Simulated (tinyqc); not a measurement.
Valley-orbit splitting of a donor ground state, with strain. Changing the temperature T. Computed by tinyqc, a small Python program. Command: `OMP_NUM_THREADS=1 python tinyqc.py 3020037 3020038 out.jsonl valleyorbit sweep`. One thread of a shared host (Intel(R) Xeon(R) Processor @ 2.30GHz), about 0.01 s of CPU time with the checks.

The basis is the 1s envelope in each valley; energies are counted from the unstrained conduction-band edge. The strain is e_s (a a^T - 1/3) for the unit stress axis a, so valley j along n_j moves by Xi_u e_s w_j with w_j = (n_j.a)^2 - 1/3: +1/6 for x and y, -1/3 for z. The splitting at the zone boundary that a [110] shear adds for <100> valleys is left out.

Inputs (values chosen for the exercise, for a model many-valley semiconductor):
```
quantity,value,unit
single-valley binding energy E_0,27.8,meV
central-cell shift Lambda,5.3,meV
coupling Delta_1,1.06,meV
coupling Delta_2,0.796,meV
shear deformation potential Xi_u,8.94,eV
shear strain e_s,0.00023,-
donor density N_D,2.2e+15,cm^-3
density-of-states mass of one valley m_e,0.325,m_0
```

Valleys: six along <100>. Stress axis: [110].

Constants: k_B = 8.617333262e-05 eV/K; m_0 = 9.1093837015e-31 kg; k_B = 1.380649e-23 J/K; h = 6.62607015e-34 J s.

Method. H_jj = -(E_0 + Lambda) + Xi_u e_s w_j; H_jk = -Delta_2 between opposite valleys and -Delta_1 between perpendicular ones. z = sum over levels of exp(-(E - E_ground)/k_B T), the ground-state share being 1/z; N_c = 2 (2 pi m_e k_B T/h^2)^(3/2) sum_j exp(-(shift_j - lowest shift)/k_B T); n1 = N_c/(2 z) exp(-binding/k_B T), binding = lowest shift - E_ground; without compensation n = 2 N_D/(1 + sqrt(1 + 4 N_D/n1)) (Boltzmann statistics; p and higher states left out).

One run for each value:
```
temperature T (K),partition sum z,share of neutral donors in the ground state,free electrons n (cm^-3)
10,1.0052,0.99486,3.5645e+06
15,1.0488,0.95343,7.2534e+09
23,1.2396,0.80672,1.5293e+12
36,1.7119,0.58415,5.7673e+13
55,2.3915,0.41815,4.9875e+14
84,3.1611,0.31635,1.5157e+15
130,3.9062,0.25600,2.0728e+15
200,4.5132,0.22157,2.1743e+15
300,4.9514,0.20196,2.1925e+15
```

Describe the trends.

Over the rows, partition sum z rises from 1.01 to 4.95 (exponent d ln y / d ln x 0.10 between the first rows and 0.23 between the last); share of neutral donors in the ground state falls from 0.995 to 0.202 (exponent d ln y / d ln x -0.10 between the first rows and -0.23 between the last); free electrons n (cm^-3) rises from 3.56e6 to 2.19e15 (exponent d ln y / d ln x 19 between the first rows and 0.021 between the last).

Caution (rows 130, 200, 300): k_B T exceeds a third of E_0, so the p and higher states, left out, hold part of the bound electrons.

Extremes, crossings and ranges named in words are read from the listed rows.
